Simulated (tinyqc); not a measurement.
Worked calculation: Hubbard ring of 3 sites. One step of it, computed by the program tinyqc.

Question. The many-body Hamiltonian. Basis: all placements (u, d, 2, 0 on each site), up operators ordered before down ones; hops carry the sign of the same-spin electrons passed.

one-body matrix (hopping and site energies) (eV), lower triangle:
```
,1,2,3
1,-0.440000
2,-0.960000,-0.620000
3,-0.960000,-0.960000,0.040000
```

U = 8.100000 eV

electrons, up and down: 2  1

Give: H.

Answer.

H (eV), lower triangle:
```
,2u0,u20,uud,20u,udu,u02,duu,02u,0u2
2u0,6.600
u20,-0.960,6.420
uud,-0.960,-0.960,-1.020
20u,-0.960,0.000,0.000,7.260
udu,0.000,-0.960,0.000,-0.960,-1.020
u02,0.000,0.000,-0.960,-0.960,-0.960,7.740
duu,0.960,0.000,0.000,-0.960,0.000,0.000,-1.020
02u,0.000,0.960,0.000,0.000,-0.960,0.000,-0.960,6.900
0u2,0.000,0.000,0.960,0.000,0.000,-0.960,-0.960,-0.960,7.560
```
